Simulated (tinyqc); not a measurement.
Inside a calculation. Method: CIS and TDHF on RHF in the sto-3g basis, for H2, spin multiplicity 1. One step of it, computed by the program tinyqc.

Problem. CIS matrix, singlets. A(ia,jb) = (e_a - e_i) d_ij d_ab + 2 (ia|jb) - (ij|ab).

orbital energies (hartree): MO1 -0.588615, MO2 0.696544

Two-electron integrals over orbitals (pq|rs), unique and non-zero (hartree):
```
p,q,r,s,(pq|rs)
1,1,1,1,0.679337
2,1,2,1,0.179878
2,2,1,1,0.667908
2,2,2,2,0.702103
```

Give: CIS matrix A, singlet.

Solution.

CIS matrix A, singlet (hartree):
```
,1>2
1>2,0.9770
```
